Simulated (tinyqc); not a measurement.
Deep-level transient spectroscopy (DLTS) of one majority-carrier trap: one step, computed by the program tinyqc. Command: `OMP_NUM_THREADS=1 python tinyqc.py 3028468 3028469 out.jsonl dlts walk`. One thread of a shared host (Intel(R) Xeon(R) Processor @ 2.30GHz), about 0.06 s of CPU time with the checks.

A filling pulse loads the traps in a one-sided junction; under reverse bias they empty at the rate e, and the capacitance relaxes as C(t) = C_0 - dC exp(-e t). The signal is S = [C(t_2) - C(t_1)]/dC.

Problem. Peak temperature and width. e = g sigma v N_b exp(-E/k_B T), v = sqrt(3 k_B T/m), N_b = 2 M (2 pi m k_B T/h^2)^(3/2), sigma = sigma_0, E = E_t. S(e) = exp(-e t_1) - exp(-e t_2) peaks at the rate window e_0 = ln(t_2/t_1)/(t_2 - t_1). T_p solves e(T) = e_0 (bisection between 15 and 1500 K); the half-height points solve S = S_max/2 on either side.

Inputs (values chosen for the exercise, with mass and screening modelled on CdTe):

| quantity | value | unit |
|---|---|---|
| density-of-states mass m | 0.0946 | m_0 |
| valleys M | 1 | - |
| trap depth E_t | 0.194 | eV |
| cross-section sigma_0 | 5.1e-16 | cm^2 |
| degeneracy ratio g | 0.5 | - |
| gate time t_1 | 0.001 | s |
| ratio t_2/t_1 | 2 | - |
| temperature T | 89 | K |

Carriers: electrons. Extra term: none.

rate window e_0 = 693.1472 1/s

peak height S_max = 0.25

Constants: k_B = 8.617333262e-05 eV/K; k_B = 1.380649e-23 J/K; m_0 = 9.1093837015e-31 kg; h = 6.62607015e-34 J s.

Give: peak temperature T_p; lower half-height point; upper half-height point; full width.

Solution.

peak temperature T_p = 152.30 K

lower half-height point = 139.93 K

upper half-height point = 162.11 K

full width = 22.182 K

The width is 14.6 % of T_p, and E_t is 14.8 k_B T_p.
